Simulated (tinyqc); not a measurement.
Debye-Callaway model of lattice thermal conductivity. Changing the wire diameter D. Computed by tinyqc, a small Python program. Command: `OMP_NUM_THREADS=1 python tinyqc.py 3020031 3020032 out.jsonl callaway sweep`. One thread of a shared host (Intel(R) Xeon(R) Processor @ 2.30GHz), about 0.03 s of CPU time with the checks.

Three acoustic branches with one velocity v, cut at omega_D = k_B Theta/hbar; x = hbar omega/(k_B T). v and Theta are separate inputs: Theta cuts off the heat-carrying modes, so C need not reach 3 k_B/V. gamma is an effective value that sets the umklapp rate. Heat flows along the wire.

Inputs (values chosen for the exercise, modelled on cadmium telluride):
```
quantity,value,unit
sound velocity v,1950,m/s
Debye temperature Theta,155,K
volume per atom V,34,angstrom^3
mean atomic mass M,120,u
effective Grueneisen parameter gamma,2.16,-
umklapp exponent divisor b,2.5,-
vacancy fraction n_v,0.00094,-
specularity p,0.4,-
temperature T,400,K
```

Sample: wire. Point defects: vacancies. Normal processes: left out.

Constants: k_B = 1.380649e-23 J/K; hbar = 1.054571817e-34 J s; u = 1.6605390666e-27 kg.

Method:
- A vacancy counts as a mass defect Delta M/M = -3 (the missing mass and twice its bonds), so Gamma = 9 n_v. A = V Gamma/(4 pi v^3).
- Rates: point defects A omega^4; umklapp B omega^2 T exp(-Theta/(b T)) with B = hbar gamma^2/(M v^2 Theta). Boundaries: v/Lambda_B with Lambda_B = D (1 + p)/(1 - p).
- kappa_1 = c int tau_C g dx, g = x^4 e^x/(e^x - 1)^2, c = (k_B/(2 pi^2 v)) (k_B T/hbar)^3, over 0 < x < min(Theta/T, 40), by 96 Gauss-Legendre points in s with x = x_max s^2; tau_C = tau_R, the inverse of the summed rates, and kappa = kappa_1.
- Heat capacity C = 3 c int g dx / v^2; grey free path 3 kappa/(C v); the median free path v tau_C halves kappa_1 when the quadrature points are ordered by free path (each counted at half its weight, interpolated in the logarithm); likewise at 10 % and 90 %.

One run for each value:
```
wire diameter D (micrometre),kappa (W/(m K)),grey free path (nm),median free path (nm)
0.015,2.3697,4.6599,5.926
0.038,2.8570,5.6181,7.952
0.095,3.2305,6.3525,9.898
0.24,3.5054,6.8930,11.629
0.6,3.6940,7.2639,13.000
1.5,3.8210,7.5136,14.023
3.8,3.9056,7.6800,14.762
9.5,3.9595,7.7861,15.253
60,4.0166,7.8984,15.793
```

Give the missing row, wire diameter D (micrometre) = 24.

Computed row:
```
wire diameter D (micrometre)  kappa (W/(m K))  grey free path (nm)  median free path (nm)
24                                     3.9946               7.8550                 15.581
```

Interpolating between the two neighbouring rows (the first column on a logarithmic scale, the others too where they are positive) misses most in median free path (nm), by 0.38 %. Over the rows, kappa (W/(m K)) rises from 2.37 to 4.02 (exponent d ln y / d ln x 0.20 between the first rows and 0.0060 between the last); grey free path (nm) rises from 4.66 to 7.90 (exponent d ln y / d ln x 0.20 between the first rows and 0.0060 between the last); median free path (nm) rises from 5.93 to 15.8 (exponent d ln y / d ln x 0.32 between the first rows and 0.015 between the last). At the high end the exponent of kappa is 0.01, close to 0: the sample is bulk-like.
